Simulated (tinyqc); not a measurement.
A particle near a wafer in liquid: double-layer and van der Waals forces (DLVO), deposition barrier and removal: one step, computed by the program tinyqc.

Sphere and flat wall, Derjaguin approximation, constant potentials in the linear-superposition form, no retardation and no hydration force.

Problem. Removing an attached particle. Adhesion F_a = A R/(6 h0^2) [1 + a^2/(R h0)] - kappa Z R exp(-kappa h0), a the contact radius. Drag in a shear flow F_d = 1.7 x 6 pi mu R^2 G, acting at 1.4 R; rolling starts when 1.4 R F_d = a F_a. Wall shear stress = mu G.

Inputs (values chosen for the exercise, of the order of those for silica on silica in water):

| quantity | value | unit |
|---|---|---|
| particle radius R | 300 | nm |
| Hamaker constant A | 5.2e-21 | J |
| temperature T | 298 | K |
| contact distance h0 | 0.4 | nm |
| contact radius over R | 0.13 | - |
| viscosity | 0.57 | mPa s |

kappa = 0.04289860 1/nm

Z = 3.394358 pN

Give: van der Waals adhesion; net adhesion F_a; wall shear stress for rolling; shear rate G.

Solution.

van der Waals adhesion = 22222 pN

net adhesion F_a = 22179 pN

wall shear stress for rolling = 714.1 Pa

shear rate G = 1.253e+06 1/s
